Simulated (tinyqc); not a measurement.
Inside a calculation. Model: current of a Schottky diode by thermionic-emission-diffusion theory, and its read-back from I-V-T and C-V data. Computed by tinyqc, a small Python program that keeps every step. Command: `OMP_NUM_THREADS=1 python tinyqc.py 3004191 3004192 out.jsonl schottky walk`. One thread of a shared host (Intel(R) Xeon(R) Processor @ 2.30GHz), about 0.01 s of CPU time with the checks. Intermediate numbers are printed to about 6 digits and carried at full precision; extremes and crossings named in words are read from the listed rows.

Full ionisation, no tunnelling, no recombination current. V is the voltage across the junction itself, forward positive.

Inputs (values chosen for the exercise, modelled on n-type silicon): Richardson constant A* = 108 A/(cm^2 K^2); effective density of states at 300 K, N_c = 2.9e+19 1/cm^3; permittivity eps = 11.7; mobility mu = 1400 cm^2/(V s); barrier without image force phi_0 = 0.8 eV; doping N = 2.7e+17 1/cm^3; series resistance R_s = 0.1 milliohm cm^2; junction voltage V = 0.32 V; temperature T = 423 K.

Barrier: uniform.

Constants: k_B = 8.617333262e-05 eV/K; e = 1.602176634e-19 C; eps_0 = 8.8541878128e-12 F/m.

## Barrier at the given bias

N_c(T) = N_c (T/300 K)^(3/2); V_bi = phi_0 - (k_B T/e) ln(N_c(T)/N); surface field F = sqrt(2 e N (V_bi - V - k_B T/e)/(eps eps_0)); image lowering d_phi = sqrt(e F/(4 pi eps eps_0)); effective barrier phi = phi_0 - d_phi.

built-in voltage V_bi = 0.610744 V

surface field F = 145.731 kV/cm

image lowering = 42.3505 meV

effective barrier phi = 0.757649 eV

## Current

Collection velocity v_R = A* T^2/(e N_c(T)); diffusion velocity v_D = mu F; J = e N_c(T) v_R/(1 + v_R/v_D) exp(-phi/k_B T) [exp(e V/k_B T) - 1]. Terminal voltage V + J R_s.

v_R = 2.48409e+06 cm/s

v_D = 2.04023e+08 cm/s

current density J = 116.537 A/cm^2

terminal voltage = 0.331654 V

v_D/v_R = 82.1: emission over the barrier limits the current.

## Read-back from the I-V curve

Ideality n = (e/k_B T)/(d ln J/dV) by a central difference of +/- 1 mV; J_0 = J exp(-e V/(n k_B T)); apparent barrier phi_IV = k_B T ln(A* T^2/J_0); a C-V plot gives phi_CV = phi_0, the mean without lowering.

ideality factor n = 1.04422

extrapolated J_0 = 0.0260200 A/cm^2

apparent barrier phi_IV = 0.744546 eV

phi_CV - phi_IV = 55.4538 meV

n exceeds 1 because forward bias lowers the field, which weakens the image lowering.

## Temperature series and Richardson plot

A least-squares line of ln(J_0/T^2) against 1/(k_B T) gives a barrier (minus the slope) and a Richardson constant (exp of the intercept).

At the same junction voltage:
```
T (K)  1/k_B T (1/eV)        n  J_0 (A/cm^2)  phi_IV (eV)  ln(J_0/T^2)
200           58.0226  1.03115   8.06559e-13     0.743241     -38.4426
250           46.4181  1.03313   6.90399e-09     0.743594     -29.8341
300           38.6817  1.03555   3.09147e-06     0.743932     -24.0944
350           33.1558  1.03852   2.54150e-04     0.744232     -19.9935
400           29.0113  1.04221   7.20519e-03     0.744469     -16.9159
450           25.7878  1.04689   1.00161e-01     0.744600     -14.5195
```

barrier from the Richardson plot = 0.742100 eV

Richardson constant from the plot = 100.860 A/(cm^2 K^2)

From 200 to 450 K n goes from 1.031 to 1.047 and phi_IV from 0.743 to 0.745 eV. The plot returns 0.742 eV against phi_0 = 0.8 and a constant 0.934 times the true A*.

## Forward curve with series resistance

Terminal voltage V + J R_s; apparent ideality from neighbouring rows, (e/k_B T) dV_terminal/d ln J.

Forward curve; the last column belongs to the interval up to the next row:
```
V (V)   J (A/cm^2)  terminal voltage (V)  apparent n
0.134  8.21865e-01               0.13408      1.0211
0.187  3.43792e+00               0.18734      1.0507
0.239  1.37290e+01               0.24037      1.1182
0.291  5.43187e+01               0.29643      1.3625
0.343  2.13037e+02               0.36430      2.3135
0.396  8.47506e+02               0.48075      5.9474
0.448  3.22397e+03               0.77040     19.2606
0.500  1.18327e+04               1.68327           -
```

The resistance takes over where J R_s exceeds k_B T/e, at J = 365 A/cm^2; the apparent ideality climbs from 1.02 to 19.3, so barrier and n must be read below that current. Rows where the resistance drops more than 1 V are formal, since self-heating is left out.

Checks made by the program: v_D = mu F against the drift-diffusion integral over the parabolic barrier, a ratio 2 y Dawson(y) with y^2 = (V_bi - V)/(k_B T/e) - 1 (relative difference 1e-01).
